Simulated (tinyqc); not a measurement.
Free and trapped electrons in a MOS channel with a dense trap tail: effect of the temperature.

p-type body, charge-sheet picture, full ionisation (an idealisation for deep acceptors), Boltzmann statistics for free electrons. e = Ec - EF at the surface. Acceptor-like traps of density D(E) = D0 + De exp(-E/Ew) at depth E below Ec, from 0 to Eu, hold n_t = integral of D(E)/(1 + exp((e - E)/Vt)). psi = Eg - Vt ln(Nv/Na) - e; N_dep = sqrt(2 eps0 eps_r Na (psi - Vt)/q); n_f = sqrt(N_dep^2 + 2 eps0 eps_r Vt Nc exp(-e/Vt)/q) - N_dep; Vg = Vfb + psi + q (N_dep + n_t + n_f)/Cox, Cox = eps0 eox/tox.

Nc and Nv are given at 300 K and scale as (T/300 K)^1.5; Eg, Vfb and mf are held fixed. VT is the Vg for n_f = 1e11 cm^-2; swing ln 10 n_f/(dn_f/dVg) at n_f = 1e8 cm^-2; the last three columns are for Vg = VT + 2.2 V, with free share n_f/(n_f + n_t) and field-effect mobility mf q (dn_f/dVg)/Cox; there EF is near the band edge, where Boltzmann statistics are rough.

Values chosen for this exercise; band and dielectric values close to those of 4H silicon carbide: band gap Eg = 3.31 eV; relative permittivity eps_r = 9.57; conduction-band density of states at the reference temperature Nc = 1.69e19 cm^-3; valence-band density of states at the reference temperature Nv = 2.52e19 cm^-3; relative permittivity of the insulator eox = 3.9; insulator thickness tox = 28 nm; acceptor density Na = 3.3e15 cm^-3; flat-band voltage without trapped charge Vfb = -2.91 V; constant background density of acceptor-like traps D0 = 5e10 cm^-2 eV^-1; density of the tail at the conduction edge De = 8.5e12 cm^-2 eV^-1; decay energy of the tail Ew = 0.13 eV; depth below Ec down to which the traps reach Eu = 0.91 eV; mobility of free electrons mf = 120 cm^2/(V s).

Constants: q = 1.602176634e-19 C, kB = 1.380649e-23 J/K, Vt = kB T/q, eps0 = 8.8541878128e-14 F/cm where lengths are in cm. Results are converted to the units shown.

Effect of the temperature:
columns A: T (K); B: e at VT (eV); C: VT (V); D: q n_t/Cox at VT (V); E: swing (mV/decade); F: n_f (cm^-2); G: free share (%); H: field-effect mobility (cm^2/(V s))
```
A          B       C       D      E         F      G      H
200  0.05338   1.785   1.025  163.0  1.437e12  56.81  112.2
250  0.07897   1.550  0.8639  153.9  1.357e12  56.67  107.4
300   0.1068   1.328  0.7193  144.2  1.304e12  57.38  103.1
350   0.1366   1.121  0.5935  136.8  1.272e12  58.80  99.72
400   0.1681  0.9303  0.4865  133.0  1.256e12  60.71  97.32
450   0.2010  0.7544  0.3970  132.7  1.251e12  62.94  95.75
500   0.2353  0.5917  0.3229  135.6  1.253e12  65.36  94.83
550   0.2708  0.4402  0.2623  141.0  1.260e12  67.86  94.37
```

Read the table: what changes, and by how much?

As T goes from 200 to 550, VT falls from 1.78 to 0.440 V, its part due to traps falls from 1.02 to 0.262 V, the swing goes from 163 through a minimum of 133 (at T = 450 among the rows listed) to 141 mV/decade and the field-effect mobility falls from 112 to 94.4 cm^2/(V s). On heating the same n_f is reached with EF deeper in the gap, where fewer tail states are filled.

Computed by the program tinyqc: `OMP_NUM_THREADS=1 python tinyqc.py 2222132 2222133 out.jsonl`, one thread of a shared Intel Xeon 2.30GHz, about 0.02 s for the whole run.
